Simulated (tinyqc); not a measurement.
Step height from the transmission.

Inverse problem. A single step up from edge 0 (mass mL) to edge U (mass mS) transmits T(E) = 4 vL vR/(vL + vR)^2 with v = k/m, k = sqrt(m (E - edge)/C), C = hbar^2/(2 m0). It is known that vR < vL. Find vR/vL and U.

Values chosen for this exercise: mass in the left lead mL = 0.025 m0; electron energy E = 1.585 eV; mass beyond the step mS = 0.12 m0.

T(E) = 0.77780237

Solution. The reflection amplitude is sqrt(1 - T(E)) = (1 - y)/(1 + y) with y = vR/vL < 1, and y^2 = (E - U) mL/(E mS).

vR/vL = 0.359
U = 0.603 eV

Program tinyqc, `OMP_NUM_THREADS=1 python tinyqc.py 2560124 2560125 out.jsonl`; Intel Xeon 2.30GHz, shared host, one thread, about 0.01 s.
